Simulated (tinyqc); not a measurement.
# A chain with uneven site energies and dephasing by Buettiker voltage probes: resistance against length

Sites 1 to 6 form a chain with hopping -t. Lead L joins site 1 and lead R site 6, both semi-infinite chains with hopping -t and site energy 0. Every site carries a probe with self-energy -i Gamma_p/2 that draws no net current. Linear response at zero temperature: mu_L = 1, mu_R = 0 in units of the bias.

Sigma = t^2 g(E), g(x) = (x - i sqrt(4 t^2 - x^2))/(2 t^2) for |x| < 2 t and (x - sign(x) sqrt(x^2 - 4 t^2))/(2 t^2) otherwise; Gamma = -2 Im Sigma; G = (E - H - Sigma_L - Sigma_R + i Gamma_p/2)^(-1). With Gamma the broadening by one lead, T_RL = Gamma^2 |G_(last,1)|^2, T_pL = Gamma Gamma_p |G_(p,1)|^2, T_pR = Gamma Gamma_p |G_(p,last)|^2, T_pq = Gamma_p^2 |G_(p,q)|^2 for p != q. No current into probe p: W mu = T_pL with W_pp = T_pL + T_pR + sum_q T_pq and W_pq = -T_pq. Then T_eff = T_RL + sum_p T_pR mu_p, and the resistance is (h/2q^2)/T_eff. Without probes means Gamma_p = 0. The list U is repeated k times, each site with its probe.

Parameters, values chosen for the exercise:
```
symbol,value,unit,meaning
t,1,eV,hopping (matrix element -t)
U,"[-0.37, 1.01, -0.23, 0.08, -0.04, -0.12]",eV,site energies 1 to N
E,0.45,eV,Fermi energy
gp,0.47,eV,probe broadening Gamma_p
```

Constants: q = 1.602176634e-19 C, h = 6.62607015e-34 J s. Results are converted to the units shown.

Results:
```
k   sites  T without probes    T_eff  resistance (kohm)
1       6            0.5246   0.3889              33.18
3      18            0.9880   0.2196              58.77
4      24            0.5006   0.1787              72.21
6      36            0.9540   0.1306              98.85
8      48            0.6376   0.1028              125.5
12     72            0.8441  0.07217              178.8
16     96            0.4624  0.05559              232.2
```

Estimate the missing row, k = 2.

Computed row:
```
k  sites  T without probes   T_eff  resistance (kohm)
2     12            0.5552  0.2826              45.66
```

With this row back in the table: The resistance rises from 33.2 to 232 kohm, by 2.22 kohm a site between k = 8 and 12 and 2.22 between 12 and 16: Ohm's law, R = R0 + rho N with the extrapolated intercept R0 = 18.9 kohm (h/2q^2 = 12.91 kohm). The intercept differs from h/2q^2, since the ends of the chain scatter differently from its bulk, so no mean free path is read from it.

Computed by the program tinyqc: `OMP_NUM_THREADS=1 python tinyqc.py 2700020 2700021 out.jsonl`, one thread of a shared Intel Xeon 2.30GHz, about 0.01 s for the whole run.
